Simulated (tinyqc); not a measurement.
# Bulk resistivity and mean free path from two films

Question. In the thick-film limit single-crystal films obey rho = rho0 (1 + 3 (1 - ps) lam/(8 d)). Find rho0, lam and the product rho0 lam.

Parameters, values chosen for the exercise: specular share of surface scattering ps = 0.

rho at d = 82 and 370 nm (uohm cm): 2.0179726  1.7704696

Answer. rho is a straight line in 1/d: the intercept is rho0 and the slope (3/8)(1 - ps) rho0 lam. Without ps only the product (1 - ps) lam could be found.

rho0 = 1.700 uohm cm
lam = 40.90 nm
rho0 lam = 69.53 uohm cm nm

Program tinyqc, `OMP_NUM_THREADS=1 python tinyqc.py 2100170 2100171 out.jsonl`; Intel Xeon 2.30GHz, shared host, one thread, about 0.01 s.
